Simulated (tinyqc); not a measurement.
What each integral does: Slater-Koster d bands of an fcc metal.

Inputs chosen for the exercise (out of a larger set: of the size met in Cu; not measured data):
- dds = -0.374 eV (dd sigma)
- ddp = 0.258 eV (dd pi)
- ddd = -0.019 eV (dd delta)

Levels at Gamma, E(t2g) = 3 dds + 4 ddp + 5 ddd, E(eg) = 1.5 dds + 6 ddp + 4.5 ddd, and W = sqrt(12 mu2), the width of a rectangular band with the same second moment mu2 = z (dds^2 + 2 ddp^2 + 2 ddd^2)/5, z = 12.

One parameter was then changed.

Results before and after:

| case | t2g (eV) | eg (eV) | W (eV) |
|---|---|---|---|
| base | -0.1850 | 0.9015 | 2.8077 |
| changed | -0.3398 | 0.6693 | 2.6114 |

Which of these changes was made? (a) ddd = -0.0161 eV; (b) dds = -0.4301 eV; (c) ddp = 0.2193 eV.
Answer: (c) ddp = 0.2193 eV. Of the candidates, run in turn, only this one gives the changed row.

All candidates:

| case | t2g (eV) | eg (eV) | W (eV) |
|---|---|---|---|
| base | -0.1850 | 0.9015 | 2.8077 |
| dds = -0.4301 eV | -0.3533 | 0.8174 | 3.0303 |
| ddp = 0.2193 eV | -0.3398 | 0.6693 | 2.6114 |
| ddd = -0.0161 eV | -0.1705 | 0.9145 | 2.8067 |

The ratio of the shifts of t2g and eg names the integral: 3 : 1.5 for dds, 4 : 6 for ddp, 5 : 4.5 for ddd.

Run: tinyqc, `OMP_NUM_THREADS=1 python tinyqc.py 1451162 1451163 out.jsonl`; Intel(R) Xeon(R) Processor @ 2.30GHz, one thread, shared host; about 0.06 s of CPU time with all checks.
